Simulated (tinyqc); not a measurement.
What each parameter does: shallow donor in an anisotropic valley (effective-mass theory).

One valley: H = -c [(d2/dx2 + d2/dy2)/mt + (d2/dz2)/ml] - q/(eps r), c = hbar^2/2m0, q = e^2/(4 pi eps0). Trial function exp(-sqrt((x^2 + y^2)/a^2 + z^2/b^2)) with a > b: T = (c/3)(2/(mt a^2) + 1/(ml b^2)), V = -(q/eps) atan(u/b)/u, u = sqrt(a^2 - b^2). The central cell of the impurity is left out.

Constants: hbar^2/2m0 = 3.80998211 eV angstrom^2; e^2/(4 pi eps0) = 14.39964547 eV angstrom.

Inputs chosen for the exercise (out of a larger set: near those of 3C SiC; not measured data): ml = 0.69 m0 (longitudinal mass); mt = 0.242 m0 (transverse mass); eps = 9.9 (dielectric constant).

The minimum of the trial energy.

One parameter was then changed.

Results before and after:
```
case     E (meV)  a (angstrom)  b (angstrom)    b/a
base      -46.04         17.66         12.19  0.690
changed   -43.29         18.38         13.72  0.746
```

Which of these changes was made? (a) eps = 10.9; (b) mt = 0.218 m0; (c) ml = 0.552 m0.
Answer: (c) ml = 0.552 m0. Of the candidates, run in turn, only this one gives the changed row.

All candidates:
```
case           E (meV)  a (angstrom)  b (angstrom)    b/a
base            -46.04         17.66         12.19  0.690
ml = 0.552 m0   -43.29         18.38         13.72  0.746
mt = 0.218 m0   -42.64         19.26         12.81  0.665
eps = 10.9      -37.98         19.45         13.42  0.690
```

eps only rescales the solution (E as 1/eps^2, lengths as eps), so b/a depends on ml/mt alone.

Run: tinyqc, `OMP_NUM_THREADS=1 python tinyqc.py 1280510 1280511 out.jsonl`; Intel(R) Xeon(R) Processor @ 2.30GHz, one thread, shared host; about 0.01 s of CPU time with all checks.
